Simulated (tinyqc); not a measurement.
Which clusters to keep: cluster expansion of a binary alloy: correlations, fit, cross-validation and ground states. Computed by tinyqc, a small Python program. Command: `OMP_NUM_THREADS=1 python tinyqc.py 3017782 3017783 out.jsonl clex walk`. One thread of a shared host (Intel(R) Xeon(R) Processor @ 2.30GHz), about 0.07 s of CPU time with the checks.

s = +1 for A and -1 for B. Energy per site E = J0 + J1 P(point) + sum over clusters of m V P, with P the mean product of spins; V > 0 on a pair favours unlike neighbours. Clusters per site m: pair 1 4, pair 2 3, pair 3 6, triplet 12; the triplet is two first-neighbour bonds closed by a second-neighbour bond. Formation energies are counted from the line between pure A and pure B, which removes J0 and J1.

Inputs (values chosen for the exercise, for a model alloy):

| quantity | value | unit |
|---|---|---|
| first-pair interaction V1 | -7.34 | meV |
| second-pair interaction V2 | 1.7 | meV |
| third-pair interaction V3 | 0.2 | meV |
| triplet interaction Vt | 1.6 | meV |
| noise amplitude | 1.1 | meV/site |

Lattice: bcc.

Method:
- Design matrix of formation energies: m (P - 1) for pairs and m (P(triplet) - P(point)) for the triplet; x = (1 - P(point))/2.
- Exact: X V with V = (V1, V2, V3, Vt). The data to fit add the noise amplitude times the normal numbers, standing for what the clusters leave out.
- For each set, H = X (X^T X)^-1 X^T over the structures between the ends; residual e = E - H E; leave-one-out error e_i/(1 - H_ii); both as root mean squares.

correlations P, counted on periodic cells:
```
                     point    pair 1    pair 2    pair 3   triplet
A                  1.00000   1.00000   1.00000   1.00000   1.00000
A3B D0_3           0.50000   0.00000   0.00000   1.00000  -0.50000
A3B (001) layers   0.50000   0.00000   0.66667   0.33333   0.16667
A2B C11_b          0.33333  -0.33333   0.55556   0.11111  -0.11111
AB B2              0.00000  -1.00000   1.00000   1.00000   0.00000
AB B32             0.00000   0.00000  -1.00000   1.00000   0.00000
A2B2 B11           0.00000   0.00000   0.33333  -0.33333   0.00000
AB (110) layers    0.00000   0.00000  -0.33333  -0.33333   0.00000
AB2 C11_b         -0.33333  -0.33333   0.55556   0.11111   0.11111
AB3 D0_3          -0.50000   0.00000   0.00000   1.00000   0.50000
AB3 (001) layers  -0.50000   0.00000   0.66667   0.33333  -0.16667
B                 -1.00000   1.00000   1.00000   1.00000  -1.00000
```

standard normal numbers for the noise (0 for the pure ends): A 0.000, A3B D0_3 -1.281, A3B (001) layers -1.654, A2B C11_b 0.847, AB B2 1.331, AB B32 -1.819, A2B2 B11 -0.055, AB (110) layers -0.636, AB2 C11_b 1.072, AB3 D0_3 0.672, AB3 (001) layers 1.016, B 0.000

X:
```
                   pair 1   pair 2   pair 3   triplet
A                  0.0000   0.0000   0.0000    0.0000
A3B D0_3          -4.0000  -3.0000   0.0000  -12.0000
A3B (001) layers  -4.0000  -1.0000  -4.0000   -4.0000
A2B C11_b         -5.3333  -1.3333  -5.3333   -5.3333
AB B2             -8.0000   0.0000   0.0000    0.0000
AB B32            -4.0000  -6.0000   0.0000    0.0000
A2B2 B11          -4.0000  -2.0000  -8.0000    0.0000
AB (110) layers   -4.0000  -4.0000  -8.0000    0.0000
AB2 C11_b         -5.3333  -1.3333  -5.3333    5.3333
AB3 D0_3          -4.0000  -3.0000   0.0000   12.0000
AB3 (001) layers  -4.0000  -1.0000  -4.0000    4.0000
B                  0.0000   0.0000   0.0000    0.0000
```

data (meV/site): A 0.0000, A3B D0_3 3.6509, A3B (001) layers 18.6406, A2B C11_b 28.2117, AB B2 60.1841, AB B32 17.1591, A2B2 B11 24.2995, AB (110) layers 20.2604, AB2 C11_b 45.5259, AB3 D0_3 44.1992, AB3 (001) layers 34.3776, B 0.0000

Fits:

| clusters | fit error (meV/site) | leave-one-out error (meV/site) | largest H_ii |
|---|---|---|---|
| V1 | 11.380 | 12.496 | 0.27481 |
| V1 V2 | 10.496 | 11.860 | 0.53206 |
| V1 V3 | 11.321 | 13.417 | 0.51153 |
| V1 V2 Vt | 0.917 | 1.287 | 0.53206 |
| V1 Vt | 4.493 | 5.515 | 0.45078 |
| V1 V2 V3 | 10.477 | 12.735 | 0.71178 |
| V1 V3 Vt | 4.343 | 6.542 | 0.51153 |
| V1 V2 V3 Vt | 0.667 | 0.851 | 0.71178 |

leave-one-out error without pair 3 = 1.2870 meV/site

leave-one-out error with all four = 0.85100 meV/site

What does the comparison show, and why?

The fit error can only fall as clusters are added, to 0.67 meV with all four. The leave-one-out error is least for V1 V2 V3 Vt (0.85 meV): dropping V2, V3 or Vt makes prediction worse at this noise.

Extremes, crossings and ranges named in words are read from the listed rows.
